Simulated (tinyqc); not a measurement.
As the film thickens, and with more bath resistance: electroplating on a thin resistive seed layer: kinetics, Wagner number and the terminal effect across a wafer. Computed by tinyqc, a small Python program. Command: `OMP_NUM_THREADS=1 python tinyqc.py 3120093 3120094 out.jsonl terminal walk`. One thread of a shared host (Intel(R) Xeon(R) Processor @ 2.30GHz), about 0.03 s of CPU time with the checks.

Current enters the seed at the rim. The bath is treated as a local resistance per area (no lateral flow in the liquid), two electrons per ion, molar volume 7.11 cm^3/mol, Faraday constant F = e N_A, kinematic viscosity 0.01 cm^2/s, omega = 2 pi x rpm/60; k_B T/e is in volts.

Inputs (values chosen for the exercise, of the order of those for copper plating on a thin cobalt or ruthenium seed):

| quantity | value | unit |
|---|---|---|
| wafer radius R | 15 | cm |
| seed thickness t | 22 | nm |
| seed resistivity | 20 | microohm cm |
| bath conductivity kappa | 0.045 | S/cm |
| gap to the anode h | 8.5 | cm |
| extra resistance of a porous plate | 0 | ohm cm^2 |
| exchange current density i_0 | 0.15 | mA/cm^2 |
| cathodic transfer coefficient alpha | 0.73 | - |
| mean current density | 32 | mA/cm^2 |
| diffusivity of the metal ion | 5.5e-06 | cm^2/s |
| metal ion concentration | 0.86 | mol/L |
| rotation rate | 60 | rpm |
| temperature T | 298 | K |

Constants: e = 1.602176634e-19 C; N_A = 6.02214076e+23 1/mol; k_B = 8.617333262e-05 eV/K.

Method:
- Growth rate = i V_m/(2 F). Levich limit i_L = 0.62 x 2 F D^(2/3) omega^(1/2) nu^(-1/6) c. Tafel overpotential eta = (k_B T/(alpha e)) ln(i/i_0); kinetic resistance k_B T/(alpha e i); bath resistance h/kappa + plate; R_s = resistivity/t; Wagner number = kinetic resistance x kappa/R.
- Full model: seed potential phi(r) with (1/r)(r phi')' = R_s i, where i solves phi = R_b i + (k_B T/(alpha e)) ln(i/i_0) (phi being the driving voltage left at r); phi'(0) = 0 and phi'(R) = R_s i_mean R/2. Solved by collocation to a tolerance of 1e-7.
- The film is taken as uniform, with the seed resistivity; the last column adds 100 ohm cm^2 to R_b. Extra power of that plate = i^2 x 100 ohm cm^2 x area.

sheet resistance R_s = 9.09091 ohm/square

bath resistance R_b = 188.889 ohm cm^2

Edge over centre:

| thickness (nm) | R_s (ohm/square) | as given | with 100 ohm cm^2 more |
|---|---|---|---|
| 22 | 9.0909 | 6.1254 | 3.7081 |
| 33 | 6.0606 | 3.7742 | 2.5689 |
| 44 | 4.5455 | 2.8704 | 2.0959 |
| 66 | 3.0303 | 2.1191 | 1.6799 |
| 110 | 1.8182 | 1.6151 | 1.3850 |
| 220 | 0.9091 | 1.2878 | 1.1843 |
| 440 | 0.4545 | 1.1392 | 1.0901 |

extra power = 72.382 W

What follows from these numbers?

The ratio falls below 1.1 in none of these rows as given, and from 440 nm on with the added resistance: what counts is R_s R^2 against the sum of kinetic and bath resistance.
